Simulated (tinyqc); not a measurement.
Reverse leakage of an n+-p junction: diffusion, generation, trap-assisted and band-to-band tunnelling: leakage components against the temperature.

One-sided abrupt junction in the depletion approximation, x from the junction (0) to W on the p side, field F = F0 (1 - x/W). Flat quasi-Fermi levels, long p side. Traps generate through SRH with both lifetimes shortened by 1 + Gamma (Hurkx enhancement, form for moderate fields); band-to-band generation is local and needs a total bending above Eg.

Nc and Nv are given at 358 K and scale as (T/358 K)^1.5; all else is held fixed. ni = sqrt(Nc Nv) exp(-Eg/(2 Vt)), Eg in volts; Vbi = Vt ln(Na Nd/ni^2); W = sqrt(2 eps0 eps_r (Vbi + VR)/(q Na)); F0 = 2 (Vbi + VR)/W; FG = sqrt(24 mt m0 (kB T)^3)/(q hbar); J_diff = q ni^2 sqrt(Dn/tau)(1 - exp(-VR/Vt))/Na. u = (Vbi + VR)(1 - x/W)^2, p = Na exp(-u/Vt), n = Nd exp((u - Vbi - VR)/Vt); G0 = ni^2 (1 - exp(-VR/Vt))/(tau (n + p + 2 ni cosh(Et/Vt))); Gamma = 2 sqrt(3 pi)(F/FG) exp((F/FG)^2); trap-assisted part G0 Gamma; G_bb = Ab F^2.5 exp(-Bb/F) with F in V/cm, zero unless Vbi + VR > Eg. Currents are q times the integrals over 0 to W; J_bb under 1e-8 of J is printed as 0; rows with F0/FG above 2.2, beyond the range of this Gamma, are left out.

Parameters, values chosen for the exercise; band and dielectric values close to those of silicon:
```
symbol    value                 unit                                                         meaning
Eg         1.14                   eV                                                        band gap
eps_r      11.7                                                                relative permittivity
Nc      3.65e19                cm^-3  conduction-band density of states at the reference temperature
Nv      3.52e19                cm^-3     valence-band density of states at the reference temperature
Na       4.8e17                cm^-3                            acceptor density of the lighter side
Nd         1e20                cm^-3                               donor density of the heavier side
tau        2e-7                    s                     SRH lifetime of both carriers at zero field
Et            0                   eV                            trap level above the intrinsic level
mt         0.24                   m0                                                 tunnelling mass
Dn           29               cm^2/s              electron diffusion coefficient on the lighter side
Ab       2.5e14  cm^-0.5 V^-2.5 s^-1                                          band-to-band prefactor
Bb       1.96e7                 V/cm                                     band-to-band field constant
VR          2.6                    V                                                    reverse bias
```

Constants: q = 1.602176634e-19 C, kB = 1.380649e-23 J/K, hbar = 1.054571817e-34 J s, m0 = 9.1093837015e-31 kg, Vt = kB T/q, eps0 = 8.8541878128e-14 F/cm where lengths are in cm. Results are converted to the units shown.

Result of one run:

| T (K) | F0 (kV/cm) | F0/FG | J_diff (A/cm^2) | J_SRH (A/cm^2) | J_TAT (A/cm^2) | J_bb (A/cm^2) | J (A/cm^2) | largest part |
|---|---|---|---|---|---|---|---|---|
| 340 | 736 | 1.69 | 5.59e-11 | 2.70e-7 | 8.16e-6 | 1.62e-8 | 8.45e-6 | trap-assisted tunnelling |

What becomes of these results when the temperature T is changed from 340 to 310 K, all else the same?

Result of the changed run:

| T (K) | F0 (kV/cm) | F0/FG | J_diff (A/cm^2) | J_SRH (A/cm^2) | J_TAT (A/cm^2) | J_bb (A/cm^2) | J (A/cm^2) | largest part |
|---|---|---|---|---|---|---|---|---|
| 310 | 738 | 1.94 | 9.82e-13 | 3.54e-8 | 2.19e-6 | 1.73e-8 | 2.25e-6 | trap-assisted tunnelling |

The whole series:

| T (K) | F0 (kV/cm) | F0/FG | J_diff (A/cm^2) | J_SRH (A/cm^2) | J_TAT (A/cm^2) | J_bb (A/cm^2) | J (A/cm^2) | largest part |
|---|---|---|---|---|---|---|---|---|
| 310 | 738 | 1.94 | 9.82e-13 | 3.54e-8 | 2.19e-6 | 1.73e-8 | 2.25e-6 | trap-assisted tunnelling |
| 340 | 736 | 1.69 | 5.59e-11 | 2.70e-7 | 8.16e-6 | 1.62e-8 | 8.45e-6 | trap-assisted tunnelling |
| 370 | 734 | 1.48 | 1.69e-9 | 1.50e-6 | 2.70e-5 | 1.51e-8 | 2.85e-5 | trap-assisted tunnelling |
| 400 | 733 | 1.32 | 3.12e-8 | 6.48e-6 | 7.94e-5 | 1.41e-8 | 8.59e-5 | trap-assisted tunnelling |
| 430 | 731 | 1.18 | 3.89e-7 | 2.31e-5 | 2.08e-4 | 1.30e-8 | 2.32e-4 | trap-assisted tunnelling |

J rises from 2.25e-6 to 2.32e-4 A/cm^2. Trap-assisted tunnelling leads at T = 310 and in all other rows. Activation energies over the table: 1.23 eV for diffusion (Eg = 1.14 eV, raised by the T^3 of ni^2), 0.620 eV for SRH generation (Eg/2 + |Et| = 0.570 eV), 0.436 eV for the trap-assisted part, lower since Gamma grows on cooling; the total shows 0.401 eV at the cold end and 0.491 eV at the hot end.

Range of the model: The n+ side is degenerate, so Vbi from Boltzmann statistics is only a guide.

Computed by the program tinyqc: `OMP_NUM_THREADS=1 python tinyqc.py 2290027 2290028 out.jsonl`, one thread of a shared Intel Xeon 2.30GHz, about 0.01 s for the whole run.
